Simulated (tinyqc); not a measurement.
Gaps across the alloy: virtual-crystal alloy A(1-x)B(x) in sp3s* tight binding.

sp3s* tight binding, nearest neighbours only: anion (a) at 0, cation (c) at a/4 (1,1,1), orbitals s, px, py, pz, s* on each; k in units of 2 pi/a. With phases e_j = exp(i (pi/2) k.n_j) for n = (1,1,1), (1,-1,-1), (-1,1,-1), (-1,-1,1): g0 = (e1+e2+e3+e4)/4, g1 = (e1+e2-e3-e4)/4, g2 = (e1-e2+e3-e4)/4, g3 = (e1-e2-e3+e4)/4. The diagonal holds the levels Esa, Epa, Exa (s*) and Esc, Epc, Exc. Anion-cation block: <sa|sc> = Vss g0; <sa|xc> = Vsapc g1; <xa|sc> = -Vscpa g1; <xa|xc> = Vxx g0; <xa|yc> = <ya|xc> = Vxy g3, <xa|zc> = <za|xc> = Vxy g2, <ya|zc> = <za|yc> = Vxy g1; <s*a|xc> = Vxapc g1; <xa|s*c> = -Vpaxc g1; y and z take g2 and g3 in place of g1; s-s* and s*-s* vanish.

Virtual crystal: a(x) = (1 - x) aA + x aB (Vegard); the six levels are averaged linearly; the seven couplings follow Harrison's rule, V(x) a(x)^2 = (1 - x) V_A aA^2 + x V_B aB^2. No spin-orbit coupling and no disorder. Gaps are measured from the top of the valence band at Gamma; the Delta value is the minimum on (kx,0,0) for kx from 0.5 to 1.

Parameters, chosen for this exercise (A near a published set for Ge, B for Si; such sets place X and L only to about 0.5 eV; not measured data):
- aA = 5.659 angstrom (lattice constant of A)
- aB = 5.429 angstrom (of B)
- pA = (-5.861, 1.61, -5.861, 1.61, 6.396, 6.396, -6.767, 1.615, 4.899, 5.446, 5.446, 5.237, 5.237) eV (order Esa, Epa, Esc, Epc, Exa, Exc, Vss, Vxx, Vxy, Vsapc, Vscpa, Vxapc, Vpaxc)
- pB = (-4.212, 1.717, -4.212, 1.717, 6.681, 6.681, -8.274, 1.721, 4.571, 5.735, 5.735, 5.368, 5.368) eV (the same for B)

Bowing b from E(x) = (1 - x) E(0) + x E(1) - b x (1 - x), taken at x = 0.5.

Gaps (eV):

| x | a (angstrom) | Gamma | Delta | L |
|---|---|---|---|---|
| 0.000 | 5.6590 | 0.9110 | 0.7770 | 0.7596 |
| 0.125 | 5.6303 | 1.2927 | 0.8288 | 0.9642 |
| 0.250 | 5.6015 | 1.6779 | 0.8804 | 1.1725 |
| 0.375 | 5.5728 | 2.0667 | 0.9316 | 1.3843 |
| 0.500 | 5.5440 | 2.4590 | 0.9826 | 1.5994 |
| 0.625 | 5.5152 | 2.8550 | 1.0334 | 1.8178 |
| 0.750 | 5.4865 | 3.2548 | 1.0838 | 2.0391 |
| 1.000 | 5.4290 | 3.4420 | 1.1839 | 2.4901 |

Give the missing row, x = 0.875.

Computed row:
```
x      a (angstrom)   Gamma   Delta       L
0.875        5.4577  3.4142  1.1340  2.2633
```

bowing (eV): Gamma -1.130, Delta -0.009, L 0.102

The lowest valley changes from L to the Delta line near x = 0.01 (linear estimate between rows). The bowing is -1.130 (Gamma), -0.009 (Delta) and +0.102 eV (L); a positive value means that the gap sags below the straight line. At Gamma the lowest empty level is s-like at one end and p-like at the other, so that column has a kink and its b is no true bowing. The virtual crystal leaves out the part of the bowing that comes from disorder and bond relaxation, and this model places the Delta and L valleys only roughly, so crossings, or their absence, can differ from those of the real alloy.

Computed by tinyqc, a small Python program: `OMP_NUM_THREADS=1 python tinyqc.py 1451972 1451973 out.jsonl` (the numbers bound the seed that draws the inputs); one thread of a shared host (Intel(R) Xeon(R) Processor @ 2.30GHz), about 0.06 s for the whole set of steps.
